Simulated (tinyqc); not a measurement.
Self-consistent Fermi level with native defects, at growth and after a quench. Which input was changed? Computed by tinyqc, a small Python program. Command: `OMP_NUM_THREADS=1 python tinyqc.py 3002497 3002498 out.jsonl scfermi which`. One thread of a shared host (Intel(R) Xeon(R) Processor @ 2.30GHz), about 0.5 s of CPU time with the checks.

Energies are counted from the top of the valence band (VBM); when the gap shrinks with temperature the conduction band moves and the levels stay. D and A draw on one reservoir with opposite signs, as the two vacancies of a compound do.

Inputs (values chosen for the exercise, with bands modelled on GaAs):

| quantity | value | unit |
|---|---|---|
| gap E_g at 300 K | 1.4 | eV |
| slope -dE_g/dT above 300 K | 0.0004 | eV/K |
| electron mass m_e | 0.0644 | m_0 |
| valleys M_c | 1 | - |
| hole mass m_h | 0.51 | m_0 |
| E_f of the neutral native donor D | 1.499 | eV |
| E_f of the neutral native acceptor A | 1.398 | eV |
| shift s of the chemical potential | 0.029 | eV |
| site density N_s | 4.2e+22 | cm^-3 |
| growth temperature T_g | 890 | K |
| temperature of use T | 300 | K |

Added shallow dopant: none.

levels of D above the VBM, most positive state first (eV): 0.891  1.1

levels of A above the VBM, (0/-1) first (eV): 0.0628  0.694

Constants: m_0 = 9.1093837015e-31 kg; k_B = 1.380649e-23 J/K; h = 6.62607015e-34 J s; k_B = 8.617333262e-05 eV/K.

Method:
- E_f(D, 0) = input + s and E_f(A, 0) = input - s; E_f(q, E_F = 0) follows from the levels, eps(q/q-1) = E_f(q - 1) - E_f(q) at E_F = 0.
- E_g(T) = E_g - slope x max(0, T - 300 K).
- N_c = 2 M_c (2 pi m_e k_B T/h^2)^(3/2) and N_v = 2 (2 pi m_h k_B T/h^2)^(3/2), masses in units of m_0.
- At growth T = T_g.
- n = N_c F_1/2((E_F - E_g)/k_B T), p = N_v F_1/2(-E_F/k_B T).
- F_1/2(eta) = (2/sqrt(pi)) int_0^infinity sqrt(x)/(1 + exp(x - eta)) dx, by the trapezoid rule in t = sqrt(x) with step 0.02 up to t = 12 (for eta < -12 by exp(eta) - exp(2 eta)/2^(3/2)).
- In equilibrium c_q = N_s exp(-(E_f(q, 0) + q E_F)/k_B T).
- Net charge = p - n + sum q c_q; the log ratio is ln(positive charge/negative charge).
- E_F is the root of the log ratio, by 50 bisections between -0.5 eV and E_g + 0.5 eV.
- After a quench the totals of D and A stay as grown, and each is shared among its charge states with weights exp(-(E_f(q, 0) + q E_F)/k_B T).

Task: One of these inputs alone was changed, within the range given: E_f of the neutral native acceptor A (0.699 to 2.796); growth temperature T_g (500 to 1780); site density N_s (2.1e+22 to 8.4e+22); hole mass m_h (0.255 to 1.02). Which one, and to what value?

Results:

| run | total A (cm^-3) | total D (cm^-3) | n after the quench (cm^-3) |
|---|---|---|---|
| before | 1.838944e+18 | 1.221484e+18 | 276518.8 |
| after | 3.076716e+19 | 1.705169e+19 | 68784.3 |

Result:

Each candidate set to reproduce total A, and what it then gives:

| candidate | range searched | value needed | total D (cm^-3) | n after the quench (cm^-3) |
|---|---|---|---|---|
| E_f of the neutral native acceptor A (eV) | 0.699 to 2.796 | 1.060 | 1.7052e+19 | 6.8784e+04 |
| growth temperature T_g (K) | 500 to 1780 | 1213 | 2.1576e+19 | 3.8079e+05 |
| site density N_s (cm^-3) | 2.1e+22 to 8.4e+22 | out of reach | - | - |
| hole mass m_h (m_0) | 0.255 to 1.02 | out of reach | - | - |

Only E_f of the neutral native acceptor A fits every result: it went from 1.398 to 1.06 eV. The next best candidate, growth temperature T_g, misses one result by a factor of 5.5.

Caution: above about 2e19 cm^-3 defects interact, pair and form bands, which the dilute model leaves out.
